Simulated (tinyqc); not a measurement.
Internal photoemission over an interface barrier: threshold and yield against field.

Electrons are excited from a metal over the barrier Phi(F) = P0 - sqrt(q F/(4 pi eps0 ei)), whose top lies at xm = sqrt(q/(16 pi eps0 ei F)). The yield is Y = A (hv - Phi)^p exp(-xm/l), with A = 1 here.

The yield is taken at hv = 1.83 eV.

Inputs (values chosen for the exercise); dielectric values close to those of hafnium oxide:
```
symbol  value  unit                              meaning
P0       1.53    eV                barrier at zero field
ei       3.95                   image-force permittivity
p           2                      exponent of the yield
l         1.7    nm  scattering length in the image well
```

Constants: q = 1.602176634e-19 C, eps0 = 8.8541878128e-14 F/cm where lengths are in cm. Results are converted to the units shown.

Results:

| F (MV/cm) | sqrt(F) ((MV/cm)^0.5) | Phi (eV) | xm (nm) | Y |
|---|---|---|---|---|
| 0.1 | 0.3162 | 1.470 | 3.019 | 0.02199 |
| 0.19 | 0.4359 | 1.447 | 2.190 | 0.04049 |
| 0.35 | 0.5916 | 1.417 | 1.614 | 0.06600 |
| 0.64 | 0.8000 | 1.377 | 1.193 | 0.1016 |
| 1.2 | 1.095 | 1.321 | 0.8715 | 0.1553 |
| 3.9 | 1.975 | 1.153 | 0.4834 | 0.3450 |
| 7.2 | 2.683 | 1.018 | 0.3558 | 0.5353 |

Estimate the missing row, F = 2.1 MV/cm.

Computed row:

| F (MV/cm) | sqrt(F) ((MV/cm)^0.5) | Phi (eV) | xm (nm) | Y |
|---|---|---|---|---|
| 2.1 | 1.449 | 1.253 | 0.6588 | 0.2257 |

With this row back in the table: Phi is linear in sqrt(F) with slope -0.191 eV and intercept P0 = 1.53 eV. The yield grows by a factor of 24.3, of which 4.79 comes from less scattering, as xm shrinks from 3.02 to 0.356 nm, and the rest from the lower barrier. For F = 7.2 xm is within about two atomic layers of the interface, where the classical image potential fails.

Program tinyqc, `OMP_NUM_THREADS=1 python tinyqc.py 2410083 2410084 out.jsonl`; Intel Xeon 2.30GHz, shared host, one thread, about 0.01 s.
